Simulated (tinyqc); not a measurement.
Low-temperature mobility of a two-dimensional electron gas with static screening: one step, computed by the program tinyqc.

One subband is filled, the gas is degenerate and scatters at the Fermi circle; one permittivity serves on both sides of the interface. All formulas are in SI units, masses times m_0. Piezoelectric and polar phonons are left out, and n_s is taken as set by a gate, independent of N_i.

Question. Remote charges. Form factors with u = q/b: screening G(q) = [1 + 9u/8 + 3u^2/8]/(1 + u)^3, remote charge P(q) = exp(-q d)/(1 + u)^3. Dielectric function eps(q) = 1 + q_TF G(q)/q, with q = 2 k_F sin(theta/2). Remote charges: <|U|^2> = N_i [e^2 P(q)/(2 eps eps_0 q)]^2. 1/tau_t = (m/(pi hbar^3)) int_0^pi (1 - cos theta) <|U|^2>/eps(q)^2 dtheta; the quantum rate 1/tau_q drops the factor (1 - cos theta); 200 Gauss-Legendre points in s with theta = pi s^2, s from 0 to 1; mu = e tau_t/m.

Inputs (values chosen for the exercise, modelled on a silicon inversion layer):

| quantity | value | unit |
|---|---|---|
| in-plane mass m | 0.189 | m_0 |
| permittivity eps | 11.6 | - |
| roughness height Delta | 0.37 | nm |
| correlation length Lambda | 2.1 | nm |
| remote charge density N_i | 7.7e+10 | 1/cm^2 |
| distance d of the charges from the interface | 0.68 | nm |

Wave function: Fang-Howard. Roughness spectrum: exponential.

k_F = 0.2310997 1/nm

b = 1.111378 1/nm

q_TF = 1.231580 1/nm

effective field F = 0.1364934 MV/cm

Constants: m_0 = 9.1093837015e-31 kg; hbar = 1.054571817e-34 J s; e = 1.602176634e-19 C; eps_0 = 8.8541878128e-12 F/m.

Give: tau_t, charges; tau_q, charges; remote-charge mobility; tau_t/tau_q, charges.

Answer.

tau_t, charges = 6.457 ps

tau_q, charges = 3.054 ps

remote-charge mobility = 60093 cm^2/(V s)

tau_t/tau_q, charges = 2.115
